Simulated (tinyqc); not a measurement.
Thickness from the minima: X-ray reflectivity of a thin film on silicon: critical angles, Parratt recursion, fringes and roughness. Computed by tinyqc, a small Python program. Command: `OMP_NUM_THREADS=1 python tinyqc.py 3120190 3120191 out.jsonl xrr walk`. One thread of a shared host (Intel(R) Xeon(R) Processor @ 2.30GHz), about 0.01 s of CPU time with the checks.

n = 1 - delta + i beta; the classical electron radius is r_e = 2.8179403e-6 nm. Layer 0 is vacuum, 1 the film, 2 the substrate.

Inputs (values chosen for the exercise, modelled on TiN on silicon, copper K-alpha radiation):
```
quantity,value,unit
wavelength lambda,0.15406,nm
film density rho,5.46,g/cm^3
"effective electrons per unit mass, film",0.472,mol/g
"beta/delta, film",0.075,-
film thickness d,15.2,nm
roughness of the surface sigma_1,0.52,nm
roughness of the interface sigma_2,0.22,nm
substrate density,2.33,g/cm^3
"effective electrons per unit mass, substrate",0.507,mol/g
"beta/delta, substrate",0.023,-
grazing angle theta,1.46,degrees
```

Constants: N_A = 6.02214076e+23 1/mol.

Method:
- delta = r_e lambda^2 rho_e/(2 pi), rho_e = density x electrons per mass x N_A; critical angle sqrt(2 delta), q_c = 4 sqrt(pi r_e rho_e).
- k_j = (2 pi/lambda) sqrt(sin^2 theta - 2 delta_j + 2 i beta_j); r_ij = (k_i - k_j)/(k_i + k_j) x exp(-2 k_i k_j sigma^2) (Nevot-Croce); r = (r_01 + r_12 p)/(1 + r_01 r_12 p), p = exp(2 i k_1 d); R = |r|^2.
- Far above the critical angle the period is d theta = lambda/(2 d), or 2 pi/d in q; the envelope runs between (|r_01| - |r_12 p|)^2 and (|r_01| + |r_12 p|)^2; contrast = 2 a b/(a^2 + b^2) with a = |r_01|, b = |r_12 p|; roughness factors on the amplitudes are about exp(-q^2 sigma^2/2).
- Minima of R theta^4 are located on 6001 points over 7.5 periods, from 1.15 times the larger critical angle. With refraction, sin^2(theta_m) = 2 delta + m^2 (lambda/(2 d))^2, m integer or half-integer; the first six minima are used, and the first order is the one that minimises the largest residual of the least-squares line plus the distance of its intercept from 2 delta. Without refraction, d = lambda/(2 x mean step of sin theta).

Constants:
```
layer,rho_e (1/nm^3),delta,beta,critical angle (degrees),q_c (1/nm)
film,1551.98,1.65203e-05,1.23902e-06,0.329341,0.468860
substrate,711.40,7.57263e-06,1.74170e-07,0.222977,0.317437
```

period in theta = 0.290361 degrees

Minima:
```
order m,theta (degrees),sin^2 theta
1,0.4419,5.9482e-05
2,0.6702,1.3682e-04
3,0.9337,2.6554e-04
4,1.2099,4.4585e-04
5,1.4912,6.7721e-04
6,1.7750,9.5945e-04
```

d with refraction = 15.190 nm

d without refraction = 16.557 nm

What follows from these numbers?

Against d = 15.2 nm the errors are -0.07 % with and +8.93 % without refraction. The orders are integers, as r_01 and r_12 have opposite signs for a film denser than the substrate.

Extremes, crossings and ranges named in words are read from the listed rows.
